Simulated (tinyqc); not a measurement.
## Body thickness for a wanted scale length

Question. A double-gate structure has tan(pi ti/Lambda) tan(pi ts/(2 Lambda)) = ei/eps_r, both angles below pi/2. Find ts.

Inputs (values chosen for the exercise); permittivities: semiconductor close to that of gallium nitride, insulator close to that of aluminium oxide:
- eps_r = 9.42 (relative permittivity of the semiconductor)
- ei = 9.18 (relative permittivity of the insulator)
- ti = 1.5 nm (insulator thickness)

Lambda = 6.1505080 nm

Answer. The condition is explicit in ts: an arctangent, taken between 0 and pi/2.

ts = 3.100 nm

tinyqc, about 0.01 s, one thread, Intel Xeon 2.30GHz (shared host): `OMP_NUM_THREADS=1 python tinyqc.py 2420153 2420154 out.jsonl`
